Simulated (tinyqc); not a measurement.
Lattice against boundary over temperature: grain-boundary diffusion: Harrison regimes, Fisher and Le Claire analysis, Hart average. Computed by tinyqc, a small Python program. Command: `OMP_NUM_THREADS=1 python tinyqc.py 3030317 3030318 out.jsonl gbdiff walk`. One thread of a shared host (Intel(R) Xeon(R) Processor @ 2.30GHz), about 0.01 s of CPU time with the checks.

A boundary is a slab of width delta with diffusivity D_b, normal to a surface held at constant concentration; it leaks into grains of diffusivity D.

Inputs (values chosen for the exercise, for a model polycrystal):

| quantity | value | unit |
|---|---|---|
| melting point T_m | 910 | K |
| lattice prefactor D0 | 0.00013 | m^2/s |
| lattice activation energy E | 1.45 | eV |
| boundary prefactor D0b | 2.6e-05 | m^2/s |
| boundary activation energy E_b | 0.813 | eV |
| boundary width delta | 0.7 | nm |
| segregation factor s | 30 | - |
| grain size d | 26 | um |
| temperature T | 416 | K |
| time t | 14000 | s |

Constants: k_B = 8.617333262e-05 eV/K.

Method:
- D = D0 exp(-E/(k_B T)), D_b = D0b exp(-E_b/(k_B T)).
- Triple product P = s delta D_b.
- Hart average for parallel slabs: f = delta/d, D_eff = (s f D_b + (1 - f) D)/(1 - f + s f); share of the boundaries = s f D_b/(s f D_b + (1 - f) D); depth sqrt(D_eff t).
- l = sqrt(D t); P = s delta D_b; alpha = s delta/(2 l); beta = P/(2 D l). Regime A if l > 3 d, C if alpha > 1, B if alpha < 0.1, l < d/4 and beta > 10, otherwise a transition.
- D_eff = (s f D_b + (1 - f) D)/(1 - f + s f), f = delta/d; share of the boundaries = s f D_b/(s f D_b + (1 - f) D).

boundary fraction f = 2.69231e-05

Diffusivities (m^2/s):

| T/T_m | T (K) | D | D_b | D_eff | share | regime |
|---|---|---|---|---|---|---|
| 0.3 | 273 | 2.2176e-31 | 2.5492e-20 | 2.0574e-23 | 1.00000 | C |
| 0.4 | 364 | 1.0912e-24 | 1.4406e-16 | 1.1627e-19 | 0.99999 | C |
| 0.5 | 455 | 1.1301e-20 | 2.5694e-14 | 2.0748e-17 | 0.99946 | transition |
| 0.6 | 546 | 5.3693e-18 | 8.1412e-13 | 6.6241e-16 | 0.99190 | B |
| 0.7 | 637 | 4.3845e-16 | 9.6101e-12 | 8.1941e-15 | 0.94653 | B |
| 0.8 | 728 | 1.1910e-14 | 6.1201e-11 | 6.1294e-14 | 0.80584 | transition |
| 0.9 | 819 | 1.5533e-13 | 2.5830e-10 | 3.6367e-13 | 0.57322 | transition |
| 1.0 | 910 | 1.2121e-12 | 8.1734e-10 | 1.8707e-12 | 0.35261 | A |

The apparent activation energy of D_eff is 0.81 eV between the first rows and 1.16 eV between the last, against E_b = 0.813 and E = 1.45 eV. Among these rows boundaries carry most of the flux up to T/T_m = 0.9, the lattice above. Caution: outside regime A (which needs sqrt(D t) above about 3 d) the Hart average and its depth are formal: they describe a profile only in regime A or at steady state. Caution: the segregation factor is held fixed, although it falls with temperature. Caution: outside regime A, D_eff and the share of the boundaries hold only at steady state.
